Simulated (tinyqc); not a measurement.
What each parameter does: thin-body film or fin with hard walls, valleys of the Si type.

Six ellipsoidal valleys with their long axes along the cube axes, mass ml along the axis and mt across it. For a valley whose axis makes the angle theta with the surface normal, 1/m_z = cos^2(theta)/ml + sin^2(theta)/mt sets the confinement; in the plane the masses are m_1 = mt and m_2 = ml mt/m_z, and m_d = sqrt(m_1 m_2).

A film of thickness t between hard walls, flat band inside: E_n = c (n pi/t)^2/m_z above the bulk edge, c = hbar^2/2m0. Without degeneracy the sheet density is N2 exp((EF - Ec)/kB T) with N2 = sum_i g m_d/(2 pi c) kB T exp(-E_i/kB T) over n = 1 to 40 of each group; a classical film has t Nc with Nc = 2 g_all (m_dos kB T/(4 pi c))^(3/2), m_dos = (ml mt^2)^(1/3). The threshold shift is dVt = kB T ln(t Nc/N2).

Constants: hbar^2/2m0 = 3.80998211 eV angstrom^2; kB = 8.617333262e-05 eV/K.

Parameters, chosen for this exercise (near those of Si; shifted at random, so the results belong to these values and not to a real crystal):
- ml = 0.919 m0 (longitudinal mass)
- mt = 0.192 m0 (transverse mass)
- face = 111 (face of the film or side wall of the fin)
- T = 300 K (temperature)
- t = 90 angstrom (body thickness)
- g_all = 6 (number of valleys)

E1 is the lowest level, and the share is that of its group in N2.

Results for these values:
```
case,E1 (eV),share (%),dVt (mV),Nc (1e19/cm^3)
base,0.0178,100.0,16.3,2.771
```

What happens to each result for T = 350 K, all else kept?

Answer: E1 does not change at the printed digits; share does not change at the printed digits; dVt rises from 16.3 to 17.1; Nc rises from 2.771 to 3.492.

The same for each parameter in turn:
```
case,E1 (eV),share (%),dVt (mV),Nc (1e19/cm^3)
base,0.0178,100.0,16.3,2.771
t = 96 angstrom,0.0156,100.0,14.9,2.771
T = 350 K,0.0178,100.0,17.1,3.492
ml = 0.827 m0,0.0180,100.0,16.4,2.629
mt = 0.211 m0,0.0164,100.0,15.4,3.046
```

(tinyqc, `OMP_NUM_THREADS=1 python tinyqc.py 1250201 1250202 out.jsonl`, Intel(R) Xeon(R) Processor @ 2.30GHz, 1 thread, shared host, about 0.01 s.)
